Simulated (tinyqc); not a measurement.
# Changing the confinement constant beta

Model: Raman line shape of confined optical phonons and breathing modes of small crystals. Computed by tinyqc, a small Python program. Command: `OMP_NUM_THREADS=1 python tinyqc.py 3012331 3012332 out.jsonl confine sweep`. One thread of a shared host (Intel(R) Xeon(R) Processor @ 2.30GHz), about 0.05 s of CPU time with the checks.

Confinement in 1 direction(s) lets phonons with q away from zero scatter light. q is in units of 2 pi/a, from 0 to 1, and the branch is isotropic: omega(q)^2 = (omega_0^2 + omega_X^2)/2 + ((omega_0^2 - omega_X^2)/2) cos(pi q). The model and its constant beta are phenomenological; beta = 8 is the common choice.

Inputs (values chosen for the exercise, modelled on germanium):
```
quantity                                value      unit
bulk frequency omega_0                  300.6      1/cm
frequency at the zone boundary omega_X    240      1/cm
natural width Gamma_0                       3      1/cm
lattice constant a                      5.658  angstrom
size L                                      5        nm
```

Shape: film.

Method:
- Weight W(q) = q^0 exp(-(2 L q/a)^2/(2 beta)) dq, that is exp(-k^2 L^2/(2 beta pi^2)) for k = 2 pi q/a.
- Width q_c = a sqrt(2 beta)/(2 L), where the exponential falls to 1/e; curvature of the branch: omega(q) = omega_0 - c q^2, c = pi^2 (omega_0^2 - omega_X^2)/(8 omega_0); for small q_c the mean of q^2 is (number of confined directions) q_c^2/2, and the mean shift is -c times that.
- I(omega) = int W(q) / [(omega - omega(q))^2 + (Gamma_0/2)^2] dq / int W dq x (Gamma_0/2)^2, by 400 Gauss-Legendre points on 0 < q < min(1, 2.5 a sqrt(2 beta)/L).
- The peak is the maximum of I; the width is taken between the half-maximum points, and the asymmetry is the low-side half-width over the high-side one.

One run for each value:
```
confinement constant beta  peak shift (1/cm)  full width (1/cm)  asymmetry  q_c (2 pi/a)
1.0                                 -0.29369             3.3623     1.1218       0.08002
2.0                                 -0.42696             3.7851     1.2901       0.11316
3.0                                 -0.50622             4.1422     1.4368       0.13859
4.0                                 -0.56006             4.4486     1.5648       0.16003
6.0                                 -0.62982             4.9555     1.7801       0.19600
8.0                                 -0.67369             5.3662     1.9572       0.22632
12.0                                -0.72652             6.0081     2.2384       0.27718
```

Give the missing row, confinement constant beta = 1.5.

Computed row:
```
confinement constant beta  peak shift (1/cm)  full width (1/cm)  asymmetry  q_c (2 pi/a)
1.5                                 -0.37041             3.5823     1.2084       0.09800
```

Interpolating between the two neighbouring rows (the first column on a logarithmic scale, the others too where they are positive) misses most in asymmetry, by 0.74 %. Over the rows, peak shift (1/cm) falls from -0.294 to -0.727 (exponent d ln y / d ln x 0.57 between the first rows and 0.19 between the last); full width (1/cm) rises from 3.36 to 6.01 (exponent d ln y / d ln x 0.16 between the first rows and 0.28 between the last); asymmetry rises from 1.12 to 2.24 (exponent d ln y / d ln x 0.18 between the first rows and 0.33 between the last). Only L^2/beta enters, so a size read from a line shape is uncertain by the square root of the uncertainty in beta.

Extremes, crossings and ranges named in words are read from the listed rows.
